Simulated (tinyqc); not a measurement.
Q-state Potts model on a small periodic square lattice: enumeration, Metropolis, heat-bath and Wolff steps: one step, computed by the program tinyqc. Command: `OMP_NUM_THREADS=1 python tinyqc.py 3110313 3110314 out.jsonl potts walk`. One thread of a shared host (Intel(R) Xeon(R) Processor @ 2.30GHz), about 0.04 s of CPU time with the checks.

E = -J x (number of nearest-neighbour bonds with equal states); n x n sites with periodic edges have 2 n^2 bonds. Order parameter m = (q f - 1)/(q - 1), f being the largest share of one state. Sites are numbered row by row from 0. Here q = 4 and n = 3.

Task: One Wolff cluster. Seed site = floor(r n^2); new state = (old + 1 + floor(r (q - 1))) mod q. Sites are taken first in, first out; each neighbour (right, left, below, above) with the seed state and not yet in the cluster joins if the next r < p. The cluster then takes the new state.

Inputs (values chosen for the exercise, for a model of domains or grain orientations): temperature T = 246 K.

Update: Wolff cluster.

start states:
```
,1,2,3
1,2,3,0
2,2,3,1
3,3,3,0
```

random numbers, used in turn: [0.4841, 0.0545, 0.8170, 0.8669, 0.1516, 0.2612, 0.8866, 0.9767, 0.6099, 0.5718, 0.4229, 0.0836, 0.4044, 0.9480, 0.8505, 0.8321, 0.9182, 0.2026, 0.8011, 0.3237, 0.4818, 0.8282, 0.1667, 0.3495, 0.9252, 0.9764, 0.8425, 0.5176, 0.7170, 0.1061, 0.1143, 0.9892, 0.6368, 0.6453, 0.4595, 0.2832, 0.8191, 0.8879]

p = 0.7891701

Give: the table «Bonds tested» with the columns to, r, result; seed site; cluster size; states afterwards.

Result:

Bonds tested:
```
from,to,r,result
4,7,0.8170,no
4,1,0.8669,no
```

seed site = 4

cluster size = 1

states afterwards:
```
,1,2,3
1,2,3,0
2,2,0,1
3,3,3,0
```
